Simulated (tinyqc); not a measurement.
What moves the tail: Franz-Keldysh effect at a direct gap.

Parabolic bands, vertical transitions, no excitons. For each hole band j: mr = me mj/(me + mj); joint density of states J_j(E) = (mr/c)^(3/2) sqrt(E - Eg)/(2 pi^2), both spins, c = hbar^2/2m0; averaged matrix element |e.p|^2 = m0 Ep/6; alpha_j(E) = 4 pi^2 alpha_f c Ep J_j/(3 nr E) in 1/angstrom (alpha_f the fine-structure constant, listed as alpha among the constants), times 1e8 for 1/cm.

In a field Fd (1 kV/cm = 1e-5 V/angstrom) the electro-optic energy of band j is th = (c (e Fd)^2/mr)^(1/3), and sqrt(E - Eg) in J_j is replaced by pi sqrt(th) [Ai'(b)^2 - b Ai(b)^2] with b = (Eg - E)/th; Ai is the Airy function.

Constants: hbar^2/2m0 = 3.80998211 eV angstrom^2; fine-structure constant alpha = 0.007297352564.

Parameters, chosen for this exercise (near those of InP; shifted at random, so the results belong to these values and not to a real crystal): Eg = 1.332 eV (direct gap); me = 0.08 m0 (electron mass); mhh = 0.586 m0 (heavy-hole mass); mlh = 0.0923 m0 (light-hole mass); Ep = 20.3 eV (Kane energy); nr = 3.34 (refractive index); Fd = 84 kV/cm (uniform field); det = 40 meV (detuning below the gap).

At E = Eg - det.

Results for these values:
```
case  th heavy (meV)  alpha (1/cm)
base          33.676         98.69
```

What happens to each result for mlh = 0.12 m0, all else kept?

Answer: th heavy does not change at the printed digits; alpha rises from 98.69 to 101.0.

The same for each parameter in turn:
```
case            th heavy (meV)  alpha (1/cm)
base                    33.676         98.69
Fd = 109 kV/cm          40.064         171.0
det = 50 meV            33.676         46.44
me = 0.092 m0           32.335         101.7
mlh = 0.12 m0           33.676         101.0
Ep = 22.3 eV            33.676         108.4
nr = 3.51               33.676         93.91
```

Run: tinyqc, `OMP_NUM_THREADS=1 python tinyqc.py 1652412 1652413 out.jsonl`; Intel(R) Xeon(R) Processor @ 2.30GHz, one thread, shared host; about 0.01 s of CPU time with all checks.
